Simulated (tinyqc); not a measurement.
## AlGaN/GaN HEMT with access regions, lumped model: effect of the source access length

A polarisation-induced electron sheet under a Schottky gate, in series with two ungated access regions and contacts. Drift law v = mu E/(1 + mu E/vs) under the gate. Currents in mA/mm, resistances in ohm mm. No self-heating, no channel-length modulation; fits for polarisation, barrier and offset are chosen for the exercise.

sigma = (5e13 x + 1.6e13 x^2) cm^-2, phiB = 0.84 + 1.3 x, dEc = 0.7 (1.71 x + x^2) in volts, Cb = eps0 eps_r/d, VT = phiB - dEc - q sigma/Cb, access density n0 = -Cb VT/q. Access resistance R(L, n) = L/(q mu n sqrt(1 - (I/(q n vs))^2)); Rs = Rc + R(Ls, n0), Rd = Rc + R(Ld, (1 - ft) n0). Vg' = Vg - I Rs, Vd' = Vd - I (Rs + Rd); with u = Vg' - VT, Vc = vs Lg/mu and w the smaller of Vd' and Vc [sqrt(1 + 2 u/Vc) - 1] (0 if negative), the channel gives (mu Cb/Lg)(u w - w^2/2)/(1 + w/Vc). I equals that channel current. Isat is I at Vd = 10 V, gm = dIsat/dVg, Ron the limit of Vd/I at small Vd.

Parameters, values chosen for the exercise; values close to those of AlGaN/GaN structures: aluminium share of the barrier x = 0.15; barrier thickness d = 25 nm; relative permittivity of barrier and channel eps_r = 9.6; channel mobility mu = 1300 cm^2/(V s); saturation velocity vs = 1.5e7 cm/s; gate length Lg = 1 um; drain access length Ld = 12 um; resistance of each contact Rc = 0.4 ohm mm; share of the drain-access electrons removed by traps ft = 0; gate voltage Vg = -1 V.

Constants: q = 1.602176634e-19 C, eps0 = 8.8541878128e-14 F/cm where lengths are in cm. Results are converted to the units shown.

The same in every row: VT (V) = -2.864; n0 (cm^-2) = 6.078e12.

Results:
```
Ls (um),Ron (ohm mm),Isat (mA/mm),gm (mS/mm)
0.1,11.57,292.4,226.7
0.3,11.73,282.1,216.7
1,12.28,251.9,188.4
1.5,12.68,234.3,172.7
2.5,13.47,206.2,148.4
4,14.65,175.5,123.0
```

Estimate the missing row, Ls = 0.6 um.

Computed row:
```
Ls (um),Ron (ohm mm),Isat (mA/mm),gm (mS/mm)
0.6,11.97,268.2,203.5
```

With this row back in the table: As Ls goes from 0.1 to 4 um, Ron rises from 11.6 to 14.7 ohm mm, Isat falls from 292 to 176 mA/mm and gm falls from 227 to 123 mS/mm. The ceiling Cb vs is 510 mS/mm.

tinyqc, about 0.01 s, one thread, Intel Xeon 2.30GHz (shared host): `OMP_NUM_THREADS=1 python tinyqc.py 2570131 2570132 out.jsonl`
